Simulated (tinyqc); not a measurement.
Free and trapped electrons in a MOS channel with a dense trap tail: effect of the temperature.

p-type body, charge-sheet picture, full ionisation (an idealisation for deep acceptors), Boltzmann statistics for free electrons. e = Ec - EF at the surface. Acceptor-like traps of density D(E) = D0 + De exp(-E/Ew) at depth E below Ec, from 0 to Eu, hold n_t = integral of D(E)/(1 + exp((e - E)/Vt)). psi = Eg - Vt ln(Nv/Na) - e; N_dep = sqrt(2 eps0 eps_r Na (psi - Vt)/q); n_f = sqrt(N_dep^2 + 2 eps0 eps_r Vt Nc exp(-e/Vt)/q) - N_dep; Vg = Vfb + psi + q (N_dep + n_t + n_f)/Cox, Cox = eps0 eox/tox.

Nc and Nv are given at 300 K and scale as (T/300 K)^1.5; Eg, Vfb and mf are held fixed. VT is the Vg for n_f = 1e11 cm^-2; swing ln 10 n_f/(dn_f/dVg) at n_f = 1e8 cm^-2; the last three columns are for Vg = VT + 5.2 V, with free share n_f/(n_f + n_t) and field-effect mobility mf q (dn_f/dVg)/Cox; there EF is near the band edge, where Boltzmann statistics are rough.

Parameters, values chosen for the exercise; band and dielectric values close to those of 4H silicon carbide:

| symbol | value | unit | meaning |
|---|---|---|---|
| Eg | 3.3 | eV | band gap |
| eps_r | 9.52 |  | relative permittivity |
| Nc | 1.71e19 | cm^-3 | conduction-band density of states at the reference temperature |
| Nv | 2.48e19 | cm^-3 | valence-band density of states at the reference temperature |
| eox | 3.9 |  | relative permittivity of the insulator |
| tox | 65 | nm | insulator thickness |
| Na | 3.8e15 | cm^-3 | acceptor density |
| Vfb | -2.24 | V | flat-band voltage without trapped charge |
| D0 | 1.8e10 | cm^-2 eV^-1 | constant background density of acceptor-like traps |
| De | 1.5e13 | cm^-2 eV^-1 | density of the tail at the conduction edge |
| Ew | 0.06 | eV | decay energy of the tail |
| Eu | 0.54 | eV | depth below Ec down to which the traps reach |
| mf | 63 | cm^2/(V s) | mobility of free electrons |

Constants: q = 1.602176634e-19 C, kB = 1.380649e-23 J/K, Vt = kB T/q, eps0 = 8.8541878128e-14 F/cm where lengths are in cm. Results are converted to the units shown.

Effect of the temperature:

| T (K) | e at VT (eV) | VT (V) | q n_t/Cox at VT (V) | swing (mV/decade) | n_f (cm^-2) | free share (%) | field-effect mobility (cm^2/(V s)) |
|---|---|---|---|---|---|---|---|
| 200 | 0.05249 | 3.504 | 1.276 | 163.1 | 1.402e12 | 63.05 | 57.82 |
| 250 | 0.07785 | 3.058 | 0.9099 | 122.7 | 1.349e12 | 64.37 | 55.08 |
| 300 | 0.1055 | 2.700 | 0.6372 | 105.2 | 1.336e12 | 66.81 | 53.14 |
| 350 | 0.1351 | 2.417 | 0.4420 | 102.1 | 1.347e12 | 69.85 | 52.04 |
| 400 | 0.1663 | 2.189 | 0.3057 | 107.1 | 1.372e12 | 73.08 | 51.59 |
| 450 | 0.1990 | 2.001 | 0.2119 | 115.6 | 1.402e12 | 76.25 | 51.58 |
| 500 | 0.2331 | 1.840 | 0.1480 | 124.9 | 1.434e12 | 79.22 | 51.84 |
| 550 | 0.2684 | 1.696 | 0.1044 | 135.3 | 1.466e12 | 81.93 | 52.28 |

As T goes from 200 to 550, VT falls from 3.50 to 1.70 V, its part due to traps falls from 1.28 to 0.104 V, the swing goes from 163 through a minimum of 102 (at T = 350 among the rows listed) to 135 mV/decade and the field-effect mobility goes from 57.8 through a minimum of 51.6 (at T = 450 among the rows listed) to 52.3 cm^2/(V s). On heating the same n_f is reached with EF deeper in the gap, where fewer tail states are filled.

Program tinyqc, `OMP_NUM_THREADS=1 python tinyqc.py 2222058 2222059 out.jsonl`; Intel Xeon 2.30GHz, shared host, one thread, about 0.02 s.
